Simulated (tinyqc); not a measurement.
Thermal and gravitational stress in a wafer during furnace and rapid thermal processing, and the onset of slip: one step, computed by the program tinyqc.

A thin free disc in plane stress, isotropic; T(r) = T_centre + dT (r/R)^n with n = 2. Stress is positive in tension; sigma_SB = 5.670374419e-8 W/(m^2 K^4), g = 9.80665 m/s^2.

Task: Thermal stress. With x = r/R: s_rr = alpha E dT (1 - x^n)/(n + 2), s_tt = alpha E dT [1 - (n + 1) x^n]/(n + 2).

Inputs (values chosen for the exercise, for a model wafer): Young's modulus E = 146 GPa; expansion alpha = 4.19 1e-6/K; edge less centre temperature dT = -7.8 K.

Temperature profile: parabolic.

Give: Temperature and stresses at r/R = 0, 0.3, 0.5, 0.7, 0.8, 0.9, 0.95, 1; hoop stress at the edge; r/R where s_tt = 0.

Result:

Temperature and stresses at r/R = 0, 0.3, 0.5, 0.7, 0.8, 0.9, 0.95, 1:
```
r/R   T - T_centre (K)  s_rr (MPa)  s_tt (MPa)
0.00            0.0000     -1.1929     -1.1929
0.30           -0.7020     -1.0855     -0.8708
0.50           -1.9500     -0.8947     -0.2982
0.70           -3.8220     -0.6084      0.5607
0.80           -4.9920     -0.4294      1.0975
0.90           -6.3180     -0.2266      1.7058
0.95           -7.0395     -0.1163      2.0369
1.00           -7.8000      0.0000      2.3858
```

hoop stress at the edge = 2.385786 MPa

r/R where s_tt = 0 = 0.57735

The cold edge is stretched; the edge stress is n times that at the centre in size.
